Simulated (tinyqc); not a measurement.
Chemical vapour deposition: Grove model, boundary layer, depletion and step coverage: one step, computed by the program tinyqc. Command: `OMP_NUM_THREADS=1 python tinyqc.py 3014889 3014890 out.jsonl cvd walk`. One thread of a shared host (Intel(R) Xeon(R) Processor @ 2.30GHz), about 0.01 s of CPU time with the checks.

A precursor diffuses to the surface and reacts there at first order; each molecule that reacts adds one formula unit of film.

Problem. Step coverage in a trench. In a long trench of width w and depth l = aspect ratio x w: Knudsen diffusivity D_K = (2w) c/3 (hydraulic diameter 2w), combined as 1/D_e = 1/D_K + 1/D; D_e d2C/dz2 = 2 k_s C/w with D_e dC/dz = -k_s C at the floor. With m = sqrt(2 k_s/(w D_e)): C(floor)/C(top) = 1/[cosh(m l) + (k_s/(D_e m)) sinh(m l)].

Inputs (values chosen for the exercise, close to those used for polysilicon from silane): temperature T = 740 C; trench width w = 0.033 um; aspect ratio of the trench = 97.

Reactor: wafer stack, low pressure.

mean speed c = 81874.57 cm/s

gas diffusivity D = 26712.37 cm^2/s

surface rate constant k_s = 0.8291725 cm/s

Give: Knudsen diffusivity D_K; effective diffusivity D_e; modulus m l; step coverage.

Solution.

Knudsen diffusivity D_K = 0.1801 cm^2/s

effective diffusivity D_e = 0.1801 cm^2/s

modulus m l = 0.5347

step coverage = 0.8711

Caution: the hydraulic-diameter form of D_K is rough for a slit.
